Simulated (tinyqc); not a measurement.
Temperature and isotope dependence of a band gap in oscillator models: sweeps and comparisons. A value that a table varies takes the place of the one given here.

E(T) = E0 - sum_i sl_i th_i n_i(T), n = 1/(exp(th/T) - 1). The same coupling lowers the gap at 0 K by the zero-point term ZP = sum_i sl_i th_i/2, so the gap of the static lattice is E0 + ZP. Thermal expansion is taken as part of the slopes.

Two-parameter forms are made to pass through the falls at the two temperatures T12: Varshni aV T^2/(T + bV), from the line T^2/fall = (T + bV)/aV; one oscillator s1 t1/(exp(t1/T) - 1), with t1 from the ratio of the falls.

Constants: kB = 8.617333262e-05 eV/K; hbar^2/2m0 = 3.80998211 eV angstrom^2.

Inputs chosen for the exercise (near those of InAs; the results hold for these values, not for the real material): E0 = 0.412 eV (gap at 0 K); th = (49, 182) K (temperatures of two oscillators); sl = (0.1058, 0.1802) meV/K (their high-temperature slopes); T12 = (70, 130) K (temperatures of the fits); mm = 0.1 m0 (geometric mean of the density-of-states masses); T = 200 K (temperature).

## How far the fits carry

Falls of the gap from E0, and errors of the two fits against the model.

Results:
```
T (K),fall (meV),Varshni - model (meV),one oscillator - model (meV),fall/ZP
20,0.49,0.27,-0.37,0.026
50,4.00,0.25,-0.30,0.211
100,14.54,-0.24,0.14,0.766
200,40.77,2.62,-0.83,2.147
300,68.53,10.12,-2.49,3.609
400,96.70,20.36,-4.36,5.092
600,153.47,45.23,-8.29,8.082
800,210.46,73.15,-12.34,11.082
```

Below the first fit point the largest errors are +0.27 meV (Varshni, 20 K, on a fall of 0.49 meV) and -0.37 meV (one oscillator, 20 K); a T^2 law cannot freeze out; a single oscillator misses the soft modes. At 800 K, beyond the second fit point, they are +73.1 and -12.3 meV, so the oscillator extrapolates better here. The thermal fall equals ZP between 100 and 200 K.

## What the shift does to the intrinsic density

ni = 2 (mm kT/(4 pi c))^(3/2) exp(-E/2kT), c = hbar^2/2m0, with E(T) and with E0; 1 angstrom^-3 = 1e24 cm^-3. Apparent gap from an Arrhenius plot of ni/T^(3/2): E(T) - T dE/dT, dE/dT = -sum sl_i (th_i/T)^2 n_i (1 + n_i).

Results:
```
T (K),E(T) (eV),ni (cm^-3),ni with E(T) / ni with E0,apparent gap (eV)
200,0.3712,9.08e+12,3.263,0.4259
250,0.3574,1.51e+14,3.548,0.4269
300,0.3435,1.03e+15,3.764,0.4276
350,0.3294,4.25e+15,3.932,0.4281
400,0.3153,1.26e+16,4.066,0.4284
500,0.2870,6.11e+16,4.268,0.4289
700,0.2301,4.20e+17,4.518,0.4295
```

Using E0 in place of E(T) understates ni by a factor that rises from 3.26 to 4.52, towards exp(sum sl/2kB) = 5.3. The slope of an Arrhenius plot returns neither E(T) nor E0 but the intercept of the tangent, 0.4276 eV at 300 K, which lies 16 meV above E0 and tends to the static gap 0.4310 eV.

## What each parameter does

Gap at T, slope -sum sl_i (th_i/T)^2 n_i (1 + n_i) and ZP. Each row changes one parameter from the base and keeps the others.

Results:
```
case,E(T) (eV),dE/dT (meV/K),ZP (meV)
base,0.3712,-0.2735,18.99
T = 240 K,0.3602,-0.2772,18.99
E0 = 0.422 eV,0.3812,-0.2735,18.99
"th = (49, 218) K",0.3734,-0.2686,22.23
"sl = (0.1375, 0.1802) meV/K",0.3656,-0.3051,19.77
```

The largest shifts from the base row, up to three for each result and ties (the steps differ in size, so this ranks the rows, not the parameters). E(T) (eV): T -0.0110, E0 +0.0100, sl -0.0056. dE/dT (meV/K): sl -0.0315, th +0.0049, T -0.0037; unchanged at the printed digits by E0. ZP (meV): th +3.24, sl +0.78; unchanged at the printed digits by T and E0.

(tinyqc, `OMP_NUM_THREADS=1 python tinyqc.py 1880889 1880890 out.jsonl`, Intel(R) Xeon(R) Processor @ 2.30GHz, 1 thread, shared host, about 0.01 s.)
